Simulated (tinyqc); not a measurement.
Comparisons within one model: donor near an oxide interface in a gate field (two-state model). A value that a table varies takes the place of the one given here.

Interface at z = 0 (hard wall), donor at z = d, field F pulling electrons to the interface: potential e F z; 1 kV/cm = 1e-5 eV/angstrom, c = hbar^2/2m0, q = e^2/(4 pi eps0), Q = (eps - eo)/(eps + eo). Donor state: E_D = e F d - ED - q Q/(4 eps d), the last term joining the images of ion and electron. Interface state: z exp(-b z/2) exp(-rho^2/(2 L^2)) with E_z = c b^2/(4 mz) + 3 e F/b + q Q b/(8 eps), minimised over b; in the plane at z = 3/b the ion (distance D = d - 3/b) and its image (D' = d + 3/b) give E_rho = c/(mt L^2) - (q/eps)(sqrt(pi)/L)[erfcx(D/L) + Q erfcx(D'/L)], erfcx(x) = exp(x^2) erfc(x), minimised over L. E_I = E_z + E_rho.

The two states couple by t = t0 exp(-D/aD) with t0 = q/(eps aD) (2 aD/L) sqrt(aD b/2) v, v a valley factor; this form is an estimate. With detuning u = E_D - E_I the splitting is sqrt(u^2 + 4 t^2) and the lower state has weight (1 - u/sqrt(u^2 + 4 t^2))/2 on the donor.

Constants: hbar^2/2m0 = 3.80998211 eV angstrom^2; e^2/(4 pi eps0) = 14.39964547 eV angstrom.

Values chosen for the exercise (near those of a donor in Si below SiO2, static dielectric constants; shifted at random, so the results belong to these values and not to a real crystal): d = 170 angstrom (depth of the donor); ED = 42.4 meV (bulk binding energy); mz = 0.925 m0 (mass across the interface); mt = 0.186 m0 (mass in the plane); eps = 11.6 (dielectric constant of the semiconductor); eo = 3.9 (dielectric constant of the oxide); aD = 18 angstrom (donor radius); v = 0.53 (valley factor); Fl = (35.325, 35.386, 35.41, 35.423, 35.435, 35.46, 35.521) kV/cm (fields); dl = (65, 90, 120, 155, 200, 250) angstrom (depths).

## Sweeping the field

Both levels, the splitting, the donor weight and the mean depth w d + (1 - w) 3/b.

Results:
```
F (kV/cm)  E_D (meV)  E_I (meV)  splitting (meV)  donor weight  mean depth (angstrom)
35.325        16.746     16.868            0.124         0.996                  169.5
35.386        16.849     16.895           0.0487         0.974                  166.7
35.410        16.890     16.906           0.0223         0.858                  152.0
35.423        16.912     16.912           0.0156         0.490                  105.4
35.435        16.933     16.917           0.0219         0.149                   62.1
35.460        16.975     16.928           0.0492         0.026                   46.4
35.521        17.079     16.956            0.124         0.004                   43.6
```

What can be read from the table?

E_D rises by 1.70 and E_I by 0.45 meV per kV/cm, so they cross once, near 35.4 kV/cm, where the splitting is 2t = 0.0156 meV. The donor weight passes from 0.85 to 0.15 while the detuning goes from -2t to 2t, a window of 0.025 kV/cm or 0.07 % of the field; across the table the charge moves by 126 angstrom.

## Depth of the donor

Critical field, and the coupling, E_rho and L at that field.

Results:
```
d (angstrom)  critical field (kV/cm)  e F d/ED  t (meV)  E_rho (meV)  L (angstrom)
65                             119.9     1.838      2.8       -20.47            59
90                              77.5     1.646     0.66       -15.41            74
120                             53.9     1.527     0.12       -11.93            91
155                             39.5     1.445    0.018        -9.47           109
200                             29.3     1.380   0.0015        -7.51           131
250                             22.6     1.333  0.00010        -6.12           153
```

What can be read from the table?

The critical field falls from 120 to 23 kV/cm, with exponent -1.24 in d, while t drops by a factor 2.8e+04, about e for each 18 angstrom at the end (aD = 18). One lattice plane (1.36 angstrom) of misplacement changes t by 7 % and the critical field by about 1.4 % at 120 angstrom.

## What each parameter does

Critical field (E_D = E_I), and t and L there. Each row changes one parameter from the base and keeps the others.

Results:
```
case                critical field (kV/cm)  t (meV)  L (angstrom)
base                                  35.4  0.00779         116.4
d = 160 angstrom                      38.1   0.0135         111.5
ED = 48.4 meV                         40.2  0.00709         117.2
aD = 19.8 angstrom                    35.4   0.0155         116.4
mz = 0.786 m0                         36.1  0.00836         115.8
mt = 0.214 m0                         35.3  0.00823         110.5
eo = 5.8                              34.5  0.00712         119.4
eps = 12.3                            35.7  0.00713         118.7
```

What can be read from the table?

The largest shifts from the base row, up to three for each result and ties (the steps differ in size, so this ranks the rows, not the parameters). critical field (kV/cm): ED +4.7, d +2.6, eo -0.9; unchanged at the printed digits by aD. t (meV): aD +0.00771, d +0.00568, ED -0.000698. L (angstrom): mt -5.9, d -4.9, eo +3.0; unchanged at the printed digits by aD.

(tinyqc, `OMP_NUM_THREADS=1 python tinyqc.py 1280067 1280068 out.jsonl`, Intel(R) Xeon(R) Processor @ 2.30GHz, 1 thread, shared host, about 0.04 s.)
